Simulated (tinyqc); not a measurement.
Oxide trap near a transistor channel: two-state multiphonon kinetics, telegraph noise and bias instability: one step, computed by the program tinyqc. Command: `OMP_NUM_THREADS=1 python tinyqc.py 3021766 3021767 out.jsonl oxidetrap walk`. One thread of a shared host (Intel(R) Xeon(R) Processor @ 2.30GHz), about 0.01 s of CPU time with the checks.

An n-channel device under positive gate bias. The trap is empty (state 1) or holds an electron (state 2); both states are parabolas of equal curvature, and the electron reservoir is taken at the Fermi level of the channel.

Question. Step height and noise. Charge-sheet step dV = e (t_ox - x)/(eps_ox eps_0 W L); Lorentzian spectrum S(f) = 4 dV^2 tau_0^2/((tau_c + tau_e)(1 + (2 pi f tau_0)^2)); corner 1/(2 pi tau_0); variance dV^2 f_2 (1 - f_2) = dV^2 tau_0/(tau_c + tau_e).

Inputs (values chosen for the exercise, with an insulator like SiO2 on silicon):

| quantity | value | unit |
|---|---|---|
| insulator constant eps_ox | 4.04 | - |
| insulator thickness t_ox | 4.6 | nm |
| trap depth x from the interface | 0.43 | nm |
| temperature T | 200 | K |
| channel width W | 170 | nm |
| channel length L | 100 | nm |
| frequency f | 200 | Hz |

Parts treated: one trap.

tau_0 = 176.2401 s

capture time tau_c = 178.8808 s

emission time tau_e = 11938.87 s

Constants: e = 1.602176634e-19 C; eps_0 = 8.8541878128e-12 F/m.

Give: threshold step dV; corner frequency; S(f); root-mean-square noise.

Answer.

threshold step dV = 1.0987 mV

corner frequency = 9.0306e-04 Hz

S(f) = 2.5232e-16 V^2/Hz

root-mean-square noise = 0.13250 mV

f lies above the corner, on the 1/f^2 tail. Random dopants and current percolation, left out here, spread real steps around this value. Caution: at this temperature nuclear tunnelling through such barriers shortens the times below these classical values.
